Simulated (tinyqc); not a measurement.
# Ballistic conductance of a hard-wall strip of a two-dimensional electron gas by counting modes: conductance against Fermi energy

Subband edges E_n = C (n pi/W)^2/m, n = 1, 2, ...; C = hbar^2/(2 m0). Every mode transmits fully; spin gives the factor 2 in 2 q^2/h, valleys the factor gv.

G = (2 q^2/h) gv M; at zero temperature M counts the edges below Ef, at T it is the sum of degeneracy times f. The smooth (Sharvin) count is kF W/pi, kF = sqrt(m Ef/C), and with the boundary term kF W/pi - 1/2. f = 1/(1 + exp((E_n - Ef)/Vt)).

Values chosen for this exercise: temperature T = 300 K; mass m = 0.21 m0; valleys gv = 2; width W = 37 nm.

Constants: q = 1.602176634e-19 C, kB = 1.380649e-23 J/K, hbar = 1.054571817e-34 J s, h = 6.62607015e-34 J s, m0 = 9.1093837015e-31 kg, Vt = kB T/q, hbar^2/(2 m0) = 0.0380998212 eV nm^2. Results are converted to the units shown.

Result of one run:
```
Ef (eV),M at T = 0,M at T,smooth count,with boundary term,G (uS)
0.138,10,9.5969,10.272,9.7716,1487.2
```

What becomes of these results when the Fermi energy above the 2D band edge Ef is changed from 0.138 to 0.126 eV, all else the same?

Result of the changed run:
```
Ef (eV),M at T = 0,M at T,smooth count,with boundary term,G (uS)
0.126,9,9.1127,9.8149,9.3149,1412.1
```

The whole series:
```
Ef (eV),M at T = 0,M at T,smooth count,with boundary term,G (uS)
0.017,3,3.1211,3.6052,3.1052,483.65
0.029,4,3.8834,4.7087,4.2087,601.79
0.041,5,4.6558,5.5988,5.0988,721.46
0.053,6,5.4086,6.3656,5.8656,838.13
0.066,7,6.1823,7.1035,6.6035,958.02
0.078,7,6.8503,7.7223,7.2223,1061.5
0.09,8,7.4736,8.2951,7.7951,1158.1
0.102,8,8.0555,8.8308,8.3308,1248.3
0.114,9,8.6003,9.3358,8.8358,1332.7
0.126,9,9.1127,9.8149,9.3149,1412.1
0.138,10,9.5969,10.272,9.7716,1487.2
```

The integer count climbs from 3 to 10; the smooth count goes as Ef^(0.50). In the last row M at T is 6.6 % below the smooth count and 1.8 % below the count with the boundary term: hard walls push the wave away from the edge and cost modes. The largest gap between M at T and the integer count is 0.82.

Computed by the program tinyqc: `OMP_NUM_THREADS=1 python tinyqc.py 2740016 2740017 out.jsonl`, one thread of a shared Intel Xeon 2.30GHz, about 0.04 s for the whole run.
